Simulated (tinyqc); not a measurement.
Ferroelectric with a first-order transition, Landau-Devonshire energy: polarisation and permittivity against temperature.

One domain with free energy u = al P^2 + be P^4 + ga P^6 - E P, al = a0 (T - T0), be < 0 < ga (P in uC/cm^2, E in kV/cm, u in mJ/cm^3). Equilibrium: E = 2 al P + 4 be P^3 + 6 ga P^5; a state is stable against small changes where dE/dP > 0. The coercive field is that of uniform switching, which real films, switching by domains, do not reach.

Ps^2 = [-be + sqrt(be^2 - 3 al ga)]/(3 ga); Pc^2 = [-3 be + sqrt(9 be^2 - 15 al ga)]/(15 ga), Ec = -E(Pc); susceptibility chi = 1/(eps0 dE/dP). TC = T0 + be^2/(4 a0 ga), where u(Ps) = u(0); T1 = T0 + be^2/(3 a0 ga), where the polar minimum disappears. For the non-polar state chi0 = 1/(2 eps0 al).

Inputs (values chosen for the exercise):
- a0 = 0.05 kV cm/(uC K) (slope of the quadratic coefficient)
- T0 = 700 K (Curie-Weiss temperature)
- be = -0.0016 kV cm^5/uC^3 (quartic coefficient)
- ga = 7.2e-7 kV cm^9/uC^5 (sixth-order coefficient)

Constants: eps0 = 8.8541878128e-14 F/cm where lengths are in cm. Results are converted to the units shown.

Result of one run:

| T (K) | Ps (uC/cm^2) | u(Ps) (mJ/cm^3) | Ec (kV/cm) | chi at Ps | chi0 |
|---|---|---|---|---|---|
| 640 | 46.18 | -6691 | 259.4 | 220.2 | unstable |

What becomes of these results when the temperature T is changed from 640 to 500 K, all else the same?

Result of the changed run:

| T (K) | Ps (uC/cm^2) | u(Ps) (mJ/cm^3) | Ec (kV/cm) | chi at Ps | chi0 |
|---|---|---|---|---|---|
| 500 | 54.92 | -2.496e4 | 770.0 | 95.22 | unstable |

The whole series:

| T (K) | Ps (uC/cm^2) | u(Ps) (mJ/cm^3) | Ec (kV/cm) | chi at Ps | chi0 |
|---|---|---|---|---|---|
| 500 | 54.92 | -2.496e4 | 770.0 | 95.22 | unstable |
| 580 | 50.64 | -1.377e4 | 469.5 | 139.7 | unstable |
| 640 | 46.18 | -6691 | 259.4 | 220.2 | unstable |
| 675 | 42.46 | -3235 | 144.8 | 341.5 | unstable |
| 692 | 39.97 | -1787 | 91.96 | 477.6 | unstable |
| 704.7 | 37.47 | -831.3 | 53.93 | 701.9 | 24030 |
| 711.9 | 35.55 | -350.2 | 33.02 | 989.6 | 9491 |
| 716.6 | 33.86 | -66.48 | 19.67 | 1406 | 6804 |
| 721.3 | 31.25 | 184.7 | 6.583 | 2837 | 5302 |
| 723.2 | 29.13 | 272.2 | 1.373 | 7132 | 4868 |

Ps falls from 54.9 to 29.1 uC/cm^2 without reaching zero, Ec falls from 770 to 1.37 kV/cm and chi rises from 95.2 to 7130. u(Ps) turns positive at TC = 717.8 K: the 2 row(s) above it are metastable, up to T1 = 723.7 K. Between T0 = 700 K and TC the non-polar state is the metastable one.

tinyqc, about 0.01 s, one thread, Intel Xeon 2.30GHz (shared host): `OMP_NUM_THREADS=1 python tinyqc.py 2860121 2860122 out.jsonl`
